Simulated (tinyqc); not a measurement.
# Avrami exponent and activation energy from three anneals

Problem. Isothermal crystallisation follows X = 1 - exp(-(k t)^n) with k proportional to exp(-Ec q/(kB T)). Find n, k at both temperatures and Ec.

Constants: q = 1.602176634e-19 C, kB = 1.380649e-23 J/K. Results are converted to the units shown.

X at (442 K, 550 s), (442 K, 1100 s) and (462 K, 39 s): 0.37209990  0.73186830  0.50469123

Solution. -ln(1 - X) = (k t)^n: the two times give n, and the two rates give Ec.

n = 1.500
k at 442 K = 0.001092 1/s
k at 462 K = 0.02026 1/s
Ec = 2.570 eV

Computed by the program tinyqc: `OMP_NUM_THREADS=1 python tinyqc.py 2490133 2490134 out.jsonl`, one thread of a shared Intel Xeon 2.30GHz, about 0.03 s for the whole run.
